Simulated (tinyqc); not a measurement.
Worked calculation: tight binding, honeycomb lattice. Computed by tinyqc, a small Python program that keeps every step. Settings: t1 = 2.19, t2 = 0, phi = 1.57, delta = 2.18, points = 7. Command: `OMP_NUM_THREADS=1 python tinyqc.py 21621 21622 out.jsonl` (the two numbers bound the seeds that draw the settings). One thread of a shared host (Intel(R) Xeon(R) Processor @ 2.60GHz), about 0.01 s of CPU time with the checks.

## Bloch Hamiltonian at k

Parameters chosen for this model:

| parameter | value | unit |
|---|---|---|
| t1 | 2.190000 | eV, nearest |
| t2 | 0 | eV, second neighbours |
| phi | 1.570000 | rad, phase of t2 (Haldane) |
| delta | 2.180000 | eV, +/- on A and B |

k point k (fractions of the reciprocal vectors): -0.2500  0.3900

H_AB = -t1 (1 + exp(-i k.a1) + exp(-i k.a2)); H_AA = delta - 2 t2 sum cos(k.b + phi), H_BB = -delta - 2 t2 sum cos(k.b - phi), b = a1, a2 - a1, -a2.

H(k) at k (eV):
```
                 A                B
A           2.1800  -0.5026-0.7940i
B  -0.5026+0.7940i          -2.1800
```

## Levels at k

Diagonalise the Hermitian matrix.

eigenvalues (eV): -2.3739  2.3739

weights |c|^2 of the basis functions:
```
   band 1  band 2
A  0.0408  0.9592
B  0.9592  0.0408
```

## Bloch Hamiltonian at K

k point K (fractions of the reciprocal vectors): 0.3333  0.6667

As before.

H(k) at K (eV):
```
        A        B
A  2.1800   0.0000
B  0.0000  -2.1800
```

## Levels at K

As before.

eigenvalues (eV): -2.1800  2.1800

weights |c|^2 of the basis functions:
```
   band 1  band 2
A  0.0000  1.0000
B  1.0000  0.0000
```

## Bands along a path

The same steps at evenly spaced points between the labelled ones.

Bands along the path (eV):

| k | band 1 | band 2 |
|---|---|---|
| G | -6.9222 | 6.9222 |
| G-K 0.25 | -6.3680 | 6.3680 |
| G-K 0.50 | -4.8925 | 4.8925 |
| G-K 0.75 | -3.0901 | 3.0901 |
| K | -2.1800 | 2.1800 |
| K-M 0.25 | -2.3612 | 2.3612 |
| K-M 0.50 | -2.7060 | 2.7060 |
| K-M 0.75 | -2.9861 | 2.9861 |
| M | -3.0901 | 3.0901 |
| M-K' 0.25 | -2.9861 | 2.9861 |
| M-K' 0.50 | -2.7060 | 2.7060 |
| M-K' 0.75 | -2.3612 | 2.3612 |
| K' | -2.1800 | 2.1800 |

With 1 band(s) filled, the highest filled level on these points lies at K and the lowest empty one at K: a gap of 4.3600 eV, direct.

## Chern number of the lower band

On a 7 x 7 mesh, the phase of the product of overlaps around each plaquette (k1 then k2); the sum over 2 pi is an integer.

plaquette phases (rad):
```
         1        2        3        4        5        6        7
1   0.0000  -0.0171  -0.0526  -0.0548   0.0397   0.0318   0.0132
2   0.0171   0.0000  -0.0387  -0.1448  -0.0919   0.0366   0.0318
3   0.0526   0.0387   0.0000  -0.1278  -0.3083  -0.0919   0.0397
4   0.0548   0.1448   0.1278   0.0000  -0.1278  -0.1448  -0.0548
5  -0.0397   0.0919   0.3083   0.1278   0.0000  -0.0387  -0.0526
6  -0.0318  -0.0366   0.0919   0.1448   0.0387   0.0000  -0.0171
7  -0.0132  -0.0318  -0.0397   0.0548   0.0526   0.0171   0.0000
```

Chern number = 0.0000
